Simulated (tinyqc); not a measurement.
Inside a calculation. Model: resistance of a source-drain extension with a graded tip.

Numbers from tinyqc (`OMP_NUM_THREADS=1 python tinyqc.py 2282020 2282021 out.jsonl`; about 0.04 s on one thread of a shared Intel Xeon 2.30GHz). Printed values are rounded.

y runs along the channel, the gate covers y > 0. The doping is N0 for y < y0 and N0 10^(-(y - y0)/la) beyond, uniform over the depth xj. Sheet conductance s(y) = q mu(N) max(N - Nch, 0) xj + (for y > 0) ma Cox Vo, with mu(N) = u0 + (u1 - u0)/(1 + (N/Nr)^au) and Cox = eps0 eox/tox. Current is taken as one-dimensional; depletion of the tip, spreading and the contact are left out. The metallurgical junction lies at yj, where N = Nch.

Parameters, values chosen for the exercise; mobility law close to that of electrons in silicon:
```
symbol   value        unit                                                                 meaning
eox        3.9              relative permittivity of the gate insulator (close to silicon dioxide)
tox        1.3          nm                                                     insulator thickness
N0      2.9e20       cm^-3                        active doping of the extension far from the gate
la         2.2   nm/decade                                                      lateral abruptness
y0         0.8          nm          position under the gate where the fall begins (gate edge at 0)
xj          29          nm                                                  depth of the extension
Nch     1.3e18       cm^-3                                                          channel doping
Vo        0.54           V                                                          gate overdrive
ma         120  cm^2/(V s)                                      mobility of the gate-induced layer
u1        1414  cm^2/(V s)                                                  mobility at low doping
u0        68.5  cm^2/(V s)                                                 mobility at high doping
Nr      9.2e16       cm^-3                                                        reference doping
au       0.711                                                                            exponent
Lg          30          nm                                                             gate length
```

Constants: q = 1.602176634e-19 C, eps0 = 8.8541878128e-14 F/cm where lengths are in cm. Results are converted to the units shown.

## Sheet resistances and junction position

yj = y0 + la log10(N0/Nch); sheet resistance of the full extension 1/[q mu(N0)(N0 - Nch) xj] and of the gate-induced layer 1/(ma Cox Vo); metallurgical length Lg - 2 yj; ye is where the doped and the gate-induced conductances are equal.

yj = 5.96660 nm
sheet resistance of the extension = 102.312 ohm/square
sheet resistance of the induced layer = 5809.72 ohm/square
metallurgical length = 18.0668 nm
ye = 4.99260 nm
N at ye = 3.60304e18 cm^-3

The gate takes over 0.974 nm before the junction, where N is still 2.77 times the channel doping.

## Resistance of the overlapped part

Midpoint rule on 9 equal steps from 0 to yj: R_ov = sum h/s(y), per width.

```
point    y (nm)   N (cm^-3)  doped conductance (uS)  sheet resistance (ohm/square)
0      0.331478      2.9e20                 9774.01                        100.542
1      0.994433  2.36602e20                 8040.23                        121.768
2       1.65739  1.18216e20                 4168.59                        230.377
3       2.32034  5.90653e19                 2199.20                        421.705
4       2.98330  2.95113e19                 1184.56                        737.089
5       3.64626  1.47450e19                 649.382                        1217.27
6       4.30921  7.36719e18                 354.073                        1900.42
7       4.97217  3.68094e18                 176.510                        2868.33
8       5.63512  1.83914e18                 52.9709                        4442.54
```

R_ov = 7.9820 ohm um

The exact integral is 8.0726 ohm um; the coarse sum is 1.1 % below it.
